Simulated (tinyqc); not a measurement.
Inside a calculation. Method: UHF in the 3-21g basis, for H2+, spin multiplicity 2. Computed by tinyqc, a small Python program that keeps every step (integrals from PySCF). Settings: charge = 1, multiplicity = 2, basis = 3-21g, energy threshold = 1e-10, iteration cap = 69, orthogonalisation = symmetric, start = random, DIIS depth = 0, method = UHF. Command: `OMP_NUM_THREADS=1 python tinyqc.py 25299 25300 out.jsonl` (the two numbers bound the seeds that draw the settings). One thread of a shared host (Intel(R) Xeon(R) Processor @ 2.60GHz), about 0.02 s of CPU time with the checks. Later iterations appear only in the table of the cycle.

## One-electron integrals

Geometry (angstrom):
```
atom       x       y       z
H     0.0000  0.0000  0.0000
H     0.0000  0.0000  0.9450
```

Basis 3-21g: exponents (1/bohr^2) and contraction coefficients of normalised primitives:
```
element  l (shell)  exponent  coefficient
H            s (1)    5.4472       0.1563
H            s (1)    0.8245       0.9047
H            s (2)    0.1832       1.0000
```

Overlap, kinetic and nuclear-attraction integrals over the contracted functions; the nuclear repulsion is the sum of Za Zb / Rab.

nuclear repulsion = 0.559976 hartree

overlap S, order 1H 1s, 1H 2s, 2H 1s, 2H 2s:
```
[[1.0000, 0.6459, 0.2358, 0.3988],
 [0.6459, 1.0000, 0.3988, 0.7467],
 [0.2358, 0.3988, 1.0000, 0.6459],
 [0.3988, 0.7467, 0.6459, 1.0000]]
```

kinetic energy T (hartree), order 1H 1s, 1H 2s, 2H 1s, 2H 2s:
```
[[1.5494, 0.2932, 0.0154, 0.1226],
 [0.2932, 0.2748, 0.1226, 0.1652],
 [0.0154, 0.1226, 1.5494, 0.2932],
 [0.1226, 0.1652, 0.2932, 0.2748]]
```

nuclear attraction V (hartree), order 1H 1s, 1H 2s, 2H 1s, 2H 2s:
```
[[-2.2804, -1.1405, -0.4915, -0.7266],
 [-1.1405, -1.1722, -0.7266, -0.9288],
 [-0.4915, -0.7266, -2.2804, -1.1405],
 [-0.7266, -0.9288, -1.1405, -1.1722]]
```

core Hamiltonian H = T + V (hartree), order 1H 1s, 1H 2s, 2H 1s, 2H 2s:
```
[[-0.7309, -0.8473, -0.4761, -0.6040],
 [-0.8473, -0.8974, -0.6040, -0.7636],
 [-0.4761, -0.6040, -0.7309, -0.8473],
 [-0.6040, -0.7636, -0.8473, -0.8974]]
```

## Two-electron integrals

Functions are numbered as in S; the eight-fold symmetry (ij|kl) = (ji|kl) = (kl|ij) leaves the list below.

Two-electron integrals (ij|kl) in chemists' order, unique and non-zero (hartree):
```
(11|11) 1.1401   (21|11) 0.6114   (21|21) 0.3452   (22|11) 0.6264
(22|21) 0.3803   (22|22) 0.4830   (31|11) 0.2051   (31|21) 0.1185
(31|22) 0.1351   (31|31) 0.0575   (32|11) 0.2466   (32|21) 0.1516
(32|22) 0.1954   (32|31) 0.0796   (32|32) 0.1309   (33|11) 0.5512
(33|21) 0.3476   (33|22) 0.4697   (33|31) 0.2051   (33|32) 0.3685
(33|33) 1.1401   (41|11) 0.3685   (41|21) 0.2092   (41|22) 0.2326
(41|31) 0.0796   (41|32) 0.1045   (41|33) 0.2466   (41|41) 0.1309
(42|11) 0.4320   (42|21) 0.2647   (42|22) 0.3438   (42|31) 0.1090
(42|32) 0.1699   (42|33) 0.4320   (42|41) 0.1699   (42|42) 0.2693
(43|11) 0.3476   (43|21) 0.2178   (43|22) 0.2937   (43|31) 0.1185
(43|32) 0.2092   (43|33) 0.6114   (43|41) 0.1516   (43|42) 0.2647
(43|43) 0.3452   (44|11) 0.4697   (44|21) 0.2937   (44|22) 0.4033
(44|31) 0.1351   (44|32) 0.2326   (44|33) 0.6264   (44|41) 0.1954
(44|42) 0.3438   (44|43) 0.3803   (44|44) 0.4830
```

## Orthogonalisation

S = U s U^T; symmetric (Loewdin) form X = U s^(-1/2) U^T, so that X^T S X = 1.

eigenvalues of S: [0.1533, 0.4158, 0.8642, 2.5667]

X, order 1H 1s, 1H 2s, 2H 1s, 2H 2s:
```
[[1.2406, -0.4820, -0.0430, 0.0319],
 [-0.4820, 1.6617, 0.0319, -0.6843],
 [-0.0430, 0.0319, 1.2406, -0.4820],
 [0.0319, -0.6843, -0.4820, 1.6617]]
```

## Starting guess

The start is random orthonormal orbitals; D(s) = C_occ C_occ^T for each spin.

D(alpha) at the start, order 1H 1s, 1H 2s, 2H 1s, 2H 2s:
```
[[0.1534, -0.0451, 0.2522, -0.5070],
 [-0.0451, 0.0133, -0.0742, 0.1492],
 [0.2522, -0.0742, 0.4146, -0.8335],
 [-0.5070, 0.1492, -0.8335, 1.6755]]
```

D(beta) at the start, order 1H 1s, 1H 2s, 2H 1s, 2H 2s:
```
[[0.0000, 0.0000, 0.0000, 0.0000],
 [0.0000, 0.0000, 0.0000, 0.0000],
 [0.0000, 0.0000, 0.0000, 0.0000],
 [0.0000, 0.0000, 0.0000, 0.0000]]
```

## Iteration 1: building the Fock matrix

J_ij = sum D_kl (ij|kl) with D = D(alpha) + D(beta), K_ij = sum D_kl (ik|jl) for each spin; F = H + J - K(s); E = tr D H + tr D J / 2 - 0.5 sum_s tr D(s) K(s) + E_nn.

Coulomb J (hartree), order 1H 1s, 1H 2s, 2H 1s, 2H 2s:
```
[[0.3861, 0.2451, 0.1053, 0.1602],
 [0.2451, 0.3549, 0.1860, 0.2988],
 [0.1053, 0.1860, 0.4900, 0.3069],
 [0.1602, 0.2988, 0.3069, 0.4239]]
```

exchange K(alpha) (hartree), order 1H 1s, 1H 2s, 2H 1s, 2H 2s:
```
[[0.0093, 0.0147, 0.0050, 0.0168],
 [0.0147, 0.1290, 0.0364, 0.1747],
 [0.0050, 0.0364, 0.0262, 0.0591],
 [0.0168, 0.1747, 0.0591, 0.2683]]
```

exchange K(beta) (hartree), order 1H 1s, 1H 2s, 2H 1s, 2H 2s:
```
[[0.0000, 0.0000, 0.0000, 0.0000],
 [0.0000, 0.0000, 0.0000, 0.0000],
 [0.0000, 0.0000, 0.0000, 0.0000],
 [0.0000, 0.0000, 0.0000, 0.0000]]
```

F(alpha) (hartree), order 1H 1s, 1H 2s, 2H 1s, 2H 2s:
```
[[-0.3542, -0.6169, -0.3758, -0.4606],
 [-0.6169, -0.6715, -0.4543, -0.6395],
 [-0.3758, -0.4543, -0.2671, -0.5996],
 [-0.4606, -0.6395, -0.5996, -0.7418]]
```

F(beta) (hartree), order 1H 1s, 1H 2s, 2H 1s, 2H 2s:
```
[[-0.3449, -0.6023, -0.3708, -0.4438],
 [-0.6023, -0.5425, -0.4180, -0.4648],
 [-0.3708, -0.4180, -0.2409, -0.5404],
 [-0.4438, -0.4648, -0.5404, -0.4736]]
```

total energy of this density = 0.352342 hartree

## Iteration 1: diagonalisation and new density

Diagonalise F' = X^T F X, C = X C', fill 1 alpha and 0 beta electrons from the bottom; D(s) = C_occ C_occ^T. Each column has its largest component positive (the first on a tie).

F' = X^T F X (alpha) (hartree):
```
[[0.0415, -0.4971, -0.1984, -0.0127],
 [-0.4971, -0.1560, -0.0326, -0.2493],
 [-0.1984, -0.0326, 0.1387, -0.4599],
 [-0.0127, -0.2493, -0.4599, -0.3206]]
```

orbital energies (alpha) (hartree): [-0.8370, -0.3363, 0.2478, 0.6291]

coefficients C (alpha), order 1H 1s, 1H 2s, 2H 1s, 2H 2s:
```
[[0.2437, -0.3726, 0.8020, -0.9658],
 [0.2924, -1.0335, -0.7517, 1.3206],
 [0.1885, 0.1204, 0.9360, 0.9209],
 [0.4864, 1.1762, -0.5455, -1.2430]]
```

F' = X^T F X (beta) (hartree):
```
[[0.0654, -0.5269, -0.1854, -0.0754],
 [-0.5269, -0.0805, -0.0558, -0.1517],
 [-0.1854, -0.0558, 0.1683, -0.5229],
 [-0.0754, -0.1517, -0.5229, 0.0197]]
```

orbital energies (beta) (hartree): [-0.7245, -0.2507, 0.4576, 0.6906]

coefficients C (beta), order 1H 1s, 1H 2s, 2H 1s, 2H 2s:
```
[[0.3727, -0.2415, 1.0229, 0.7285],
 [0.4001, -1.0252, -0.9518, -1.1601],
 [0.2897, 0.3420, 0.6181, -1.0915],
 [0.1924, 1.0689, -0.4185, 1.4519]]
```

D(alpha) after iteration 1, order 1H 1s, 1H 2s, 2H 1s, 2H 2s:
```
[[0.0594, 0.0713, 0.0459, 0.1185],
 [0.0713, 0.0855, 0.0551, 0.1422],
 [0.0459, 0.0551, 0.0355, 0.0917],
 [0.1185, 0.1422, 0.0917, 0.2366]]
```

D(beta) after iteration 1, order 1H 1s, 1H 2s, 2H 1s, 2H 2s:
```
[[0.0000, 0.0000, 0.0000, 0.0000],
 [0.0000, 0.0000, 0.0000, 0.0000],
 [0.0000, 0.0000, 0.0000, 0.0000],
 [0.0000, 0.0000, 0.0000, 0.0000]]
```

## Iteration 2: building the Fock matrix

As before.

Coulomb J (hartree), order 1H 1s, 1H 2s, 2H 1s, 2H 2s:
```
[[0.6591, 0.3923, 0.1655, 0.2525],
 [0.3923, 0.4855, 0.2543, 0.3836],
 [0.1655, 0.2543, 0.6640, 0.3970],
 [0.2525, 0.3836, 0.3970, 0.4926]]
```

exchange K(alpha) (hartree), order 1H 1s, 1H 2s, 2H 1s, 2H 2s:
```
[[0.4107, 0.3799, 0.2758, 0.3417],
 [0.3799, 0.4115, 0.3361, 0.4026],
 [0.2758, 0.3361, 0.4073, 0.3920],
 [0.3417, 0.4026, 0.3920, 0.4385]]
```

exchange K(beta) (hartree), order 1H 1s, 1H 2s, 2H 1s, 2H 2s:
```
[[0.0000, 0.0000, 0.0000, 0.0000],
 [0.0000, 0.0000, 0.0000, 0.0000],
 [0.0000, 0.0000, 0.0000, 0.0000],
 [0.0000, 0.0000, 0.0000, 0.0000]]
```

F(alpha) (hartree), order 1H 1s, 1H 2s, 2H 1s, 2H 2s:
```
[[-0.4826, -0.8350, -0.5863, -0.6931],
 [-0.8350, -0.8234, -0.6858, -0.7826],
 [-0.5863, -0.6858, -0.4742, -0.8424],
 [-0.6931, -0.7826, -0.8424, -0.8433]]
```

F(beta) (hartree), order 1H 1s, 1H 2s, 2H 1s, 2H 2s:
```
[[-0.0719, -0.4551, -0.3105, -0.3514],
 [-0.4551, -0.4119, -0.3497, -0.3800],
 [-0.3105, -0.3497, -0.0669, -0.4504],
 [-0.3514, -0.3800, -0.4504, -0.4048]]
```

total energy of this density = -0.545249 hartree

## Iteration 2: diagonalisation and new density

As before.

F' = X^T F X (alpha) (hartree):
```
[[0.0685, -0.6503, -0.2842, -0.1642],
 [-0.6503, -0.1390, -0.1506, -0.2620],
 [-0.2842, -0.1506, 0.0859, -0.6623],
 [-0.1642, -0.2620, -0.6623, -0.1670]]
```

orbital energies (alpha) (hartree): [-1.1315, -0.2793, 0.5092, 0.7500]

coefficients C (alpha), order 1H 1s, 1H 2s, 2H 1s, 2H 2s:
```
[[0.3254, 0.2789, 0.8638, 0.9189],
 [0.2828, 1.0862, -0.7271, -1.2939],
 [0.3158, -0.2633, 0.8274, -0.9595],
 [0.3342, -1.0842, -0.6639, 1.3171]]
```

F' = X^T F X (beta) (hartree):
```
[[0.3411, -0.5058, -0.1816, -0.0468],
 [-0.5058, 0.0098, -0.0453, -0.1387],
 [-0.1816, -0.0453, 0.3448, -0.5050],
 [-0.0468, -0.1387, -0.5050, 0.0208]]
```

orbital energies (beta) (hartree): [-0.5506, -0.1561, 0.5885, 0.8347]

coefficients C (beta), order 1H 1s, 1H 2s, 2H 1s, 2H 2s:
```
[[0.2689, -0.2004, 0.8753, 0.9463],
 [0.3657, -1.1699, -0.6840, -1.2217],
 [0.2650, 0.2127, 0.8532, -0.9648],
 [0.3373, 1.1733, -0.6655, 1.2367]]
```

D(alpha) after iteration 2, order 1H 1s, 1H 2s, 2H 1s, 2H 2s:
```
[[0.1059, 0.0920, 0.1028, 0.1087],
 [0.0920, 0.0800, 0.0893, 0.0945],
 [0.1028, 0.0893, 0.0997, 0.1055],
 [0.1087, 0.0945, 0.1055, 0.1117]]
```

D(beta) after iteration 2, order 1H 1s, 1H 2s, 2H 1s, 2H 2s:
```
[[0.0000, 0.0000, 0.0000, 0.0000],
 [0.0000, 0.0000, 0.0000, 0.0000],
 [0.0000, 0.0000, 0.0000, 0.0000],
 [0.0000, 0.0000, 0.0000, 0.0000]]
```

## Iteration 12 (converged): orbitals

converged F(alpha) (hartree), order 1H 1s, 1H 2s, 2H 1s, 2H 2s:
```
[[-0.5069, -0.8438, -0.6281, -0.6997],
 [-0.8438, -0.7943, -0.6997, -0.7489],
 [-0.6281, -0.6997, -0.5069, -0.8438],
 [-0.6997, -0.7489, -0.8438, -0.7943]]
```

converged F(beta) (hartree), order 1H 1s, 1H 2s, 2H 1s, 2H 2s:
```
[[0.0007, -0.4186, -0.2928, -0.3277],
 [-0.4186, -0.3829, -0.3277, -0.3584],
 [-0.2928, -0.3277, 0.0007, -0.4186],
 [-0.3277, -0.3584, -0.4186, -0.3829]]
```

As before.

F' = X^T F X (alpha) (hartree):
```
[[0.0507, -0.6631, -0.3272, -0.1658],
 [-0.6631, -0.1083, -0.1658, -0.2380],
 [-0.3272, -0.1658, 0.0507, -0.6631],
 [-0.1658, -0.2380, -0.6631, -0.1083]]
```

orbital energies (alpha) (hartree): [-1.1409, -0.2587, 0.5182, 0.7664]

coefficients C (alpha), order 1H 1s, 1H 2s, 2H 1s, 2H 2s:
```
[[0.3563, 0.2724, 0.8315, 0.9390],
 [0.2787, 1.0836, -0.7080, -1.3075],
 [0.3563, -0.2724, 0.8315, -0.9390],
 [0.2787, -1.0836, -0.7080, 1.3075]]
```

F' = X^T F X (beta) (hartree):
```
[[0.4162, -0.5015, -0.1809, -0.0396],
 [-0.5015, 0.0256, -0.0396, -0.1364],
 [-0.1809, -0.0396, 0.4162, -0.5015],
 [-0.0396, -0.1364, -0.5015, 0.0256]]
```

orbital energies (beta) (hartree): [-0.5059, -0.1310, 0.6303, 0.8900]

coefficients C (beta), order 1H 1s, 1H 2s, 2H 1s, 2H 2s:
```
[[0.2423, -0.1794, 0.8716, 0.9611],
 [0.3706, -1.2061, -0.6646, -1.1954],
 [0.2423, 0.1794, 0.8716, -0.9611],
 [0.3706, 1.2061, -0.6645, 1.1955]]
```

D(alpha) after iteration 12, order 1H 1s, 1H 2s, 2H 1s, 2H 2s:
```
[[0.1270, 0.0993, 0.1270, 0.0993],
 [0.0993, 0.0776, 0.0993, 0.0776],
 [0.1270, 0.0993, 0.1270, 0.0993],
 [0.0993, 0.0776, 0.0993, 0.0777]]
```

D(beta) after iteration 12, order 1H 1s, 1H 2s, 2H 1s, 2H 2s:
```
[[0.0000, 0.0000, 0.0000, 0.0000],
 [0.0000, 0.0000, 0.0000, 0.0000],
 [0.0000, 0.0000, 0.0000, 0.0000],
 [0.0000, 0.0000, 0.0000, 0.0000]]
```

## Convergence

Stop when the energy changes by less than 1e-10 hartree and every element of the error matrix X^T (F D S - S D F) X (for each spin) is below 3e-06.

Course of the cycle:
```
iteration  E (hartree)     change  largest element of the error matrix
1             0.352342          -                             4.14e-01
2            -0.545249  -8.98e-01                             1.32e-01
3            -0.578511  -3.33e-02                             3.34e-02
4            -0.580769  -2.26e-03                             8.39e-03
5            -0.580926  -1.57e-04                             2.24e-03
6            -0.580937  -1.14e-05                             6.66e-04
7            -0.580938  -9.36e-07                             2.10e-04
8            -0.580938  -9.54e-08                             7.11e-05
9            -0.580938  -1.28e-08                             2.58e-05
10           -0.580938  -2.14e-09                             9.95e-06
11           -0.580938  -4.00e-10                             4.25e-06
12           -0.580938  -7.81e-11                             1.92e-06
```

PySCF UHF in the same basis, after a stability check = -0.580938 hartree

Converged in 12 iterations.

## Populations, bond orders and dipole

Mulliken: Z minus the diagonal of D S on the atom; Loewdin: the same with S^(1/2) D S^(1/2); Mayer order: 2 sum_s sum (D(s) S)_ij (D(s) S)_ji over the two atoms.

Charges (e):
```
atom  Mulliken  Loewdin  Mulliken spin
1H      0.5000   0.5000         0.5000
2H      0.5000   0.5000         0.5000
```

Mayer bond orders:
```
pair   order
2-1   0.5000
```

dipole moment about the origin, x y z (debye): [0.0000, 0.0000, 2.2695]

<S^2> of the determinant (pure state: 0.75) = 0.7500
